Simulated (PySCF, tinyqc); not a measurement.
G0W0 on RHF in the sto-3g basis, for H3+, spin multiplicity 1, step by step. The lowest restricted solution is unstable here: a spin-polarised one lies 0.0064 hartree lower (PySCF). One step of it, computed by the program tinyqc.

Problem. Screening: direct RPA. With D = e_a - e_i and K = (ia|jb): diagonalise D^(1/2) (D + 4K) D^(1/2) = Z w^2 Z^T; X + Y = D^(1/2) Z w^(-1/2), each column of Z with its largest component positive (the first on a tie); E_c = (sum w - tr (D + 2K)) / 2.

orbital energies (hartree): MO1 -0.864316, MO2 -0.334812, MO3 0.121924

Two-electron integrals over orbitals (pq|rs), unique and non-zero (hartree):
```
(11|11) 0.532153    (21|11) -0.000131   (21|21) 0.147372    (22|11) 0.448488
(22|21) 0.000221    (22|22) 0.509822    (31|11) 0.091038    (31|21) 0.000043
(31|22) -0.050863   (31|31) 0.142475    (32|11) 0.000064    (32|21) -0.145401
(32|22) -0.000219   (32|31) -0.000129   (32|32) 0.161478    (33|11) 0.538518
(33|21) -0.000213   (33|22) 0.476030    (33|31) 0.079508    (33|32) 0.000171
(33|33) 0.571869
```

Give: D^(1/2) (D + 4K) D^(1/2); excitation energies w; X + Y; RPA correlation energy.

Solution.

D^(1/2) (D + 4K) D^(1/2) (hartree^2):
```
        1>2     1>3
1>2  0.5925  0.0001
1>3  0.0001  1.5347
```

excitation energies w (hartree): 0.7697  1.2388

X + Y:
```
           1       2
1>2   0.8294  0.0001
1>3  -0.0001  0.8922
```

RPA correlation energy = -0.043425 hartree
